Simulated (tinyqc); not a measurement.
Inside a calculation: bond-orbital model of a tetrahedral semiconductor (Harrison's universal couplings). Values are carried at full precision from step to step, so a last printed digit may differ when a step is redone from the rounded ones.

Hybrid level eh = (es + 3 ep)/4; metallic energy V1 = (ep - es)/4 for each atom; covalent energy V2 = 3.22 hbar^2/(m d^2); polar energy V3 = (ehc - eha)/2; hbar^2/m = 2c, c = hbar^2/2m0. Polarity ap = V3/sqrt(V2^2 + V3^2), covalency ac = V2/sqrt(V2^2 + V3^2). p-p coupling at Gamma Exx = (4/3)(2.22 - 2 x 0.63) hbar^2/(m d^2) = 1.28 hbar^2/(m d^2), s-s coupling Ess = 4 x 1.32 hbar^2/(m d^2).

Constants: hbar^2/2m0 = 3.80998211 eV angstrom^2.

Inputs chosen for the exercise (near tabulated values for SiC; the model gives trends, and its gaps can be far from the real ones; the results hold for these values, not for the real material):
```
symbol  value   unit      meaning
esc     -14.92  eV        s level, cation
epc     -7.49   eV        p level, cation
esa     -19.37  eV        s level, anion
epa     -11.22  eV        p level, anion
d       1.89    angstrom  bond length
Z       4                 valence electrons of the anion
```

## The three energies

Form the hybrid levels, V1, V2 and V3.

hbar^2/(m d^2) = 2.1332 eV

hybrid levels (eV): cation -9.3475, anion -13.2575

V1 (eV): cation 1.8575, anion 2.0375

V2, V3 (eV): 6.8689  1.9550

## Bond and antibond

The 2 x 2 problem [[ehc, -V2], [-V2, eha]] gives (ehc + eha)/2 -/+ sqrt(V2^2 + V3^2); ap = V3/sqrt(V2^2 + V3^2), ac = V2/sqrt(V2^2 + V3^2); the bond has weight (1 + ap)/2 on the anion.

levels (eV): bond -18.4442, antibond -4.1608

ap = 0.2737
ac = 0.9618
weight on the anion = 0.6369

## Charges

With dZ = Z - 4: effective charge Z* = 4 ap - dZ (positive on the cation); transverse charge eT* = Z* + (8/3) ap ac^2.

Z* = 1.095 e
eT* = 1.770 e

Charge that flows along the bonds as they stretch adds 0.68 e to the static value.

## Metallicity and a gap from the bond picture

Neighbouring bonds couple through V1: averaged V1b = V1c (1 - ap)/2 + V1a (1 + ap)/2 for the bond band and V1x = V1c (1 + ap)/2 + V1a (1 - ap)/2 for the antibond band. The top of the bond band lies V1b above the bond level and the bottom of the antibond band 3 V1x below the antibond level, so the gap is 2 sqrt(V2^2 + V3^2) - V1b - 3 V1x; metallicity am = (V1b + 3 V1x)/(2 sqrt(V2^2 + V3^2)).

V1b, V1x (eV): 1.9721  1.9229

gap = 6.543 eV
am = 0.542

The gap closes where am reaches one. The model gives trends; its gap can miss the real one by a factor of two to five, most in ratio for narrow gaps and most in eV for first-row compounds.

## Band edges at Gamma

Ev is the lower root of [[epa, Exx], [Exx, epc]] and the s-like conduction level the upper root of [[esa, Ess], [Ess, esc]], with Exx = 1.28 u and Ess = 5.28 u, u = hbar^2/(m d^2).

Exx, Ess (eV): 2.7305  11.2632

Ev = -12.662 eV
s-like conduction level = -5.664 eV
E0 gap = 6.998 eV

Universal couplings give the trend of E0 from compound to compound, not its value; it can miss by several eV and by a factor of two or more, and spin-orbit coupling is left out.

## Checks

- Bond level from the formula against the 2 x 2 matrix: both -18.4442.

Run: tinyqc, `OMP_NUM_THREADS=1 python tinyqc.py 1451485 1451486 out.jsonl`; Intel(R) Xeon(R) Processor @ 2.30GHz, one thread, shared host; about 0.01 s of CPU time with all checks.
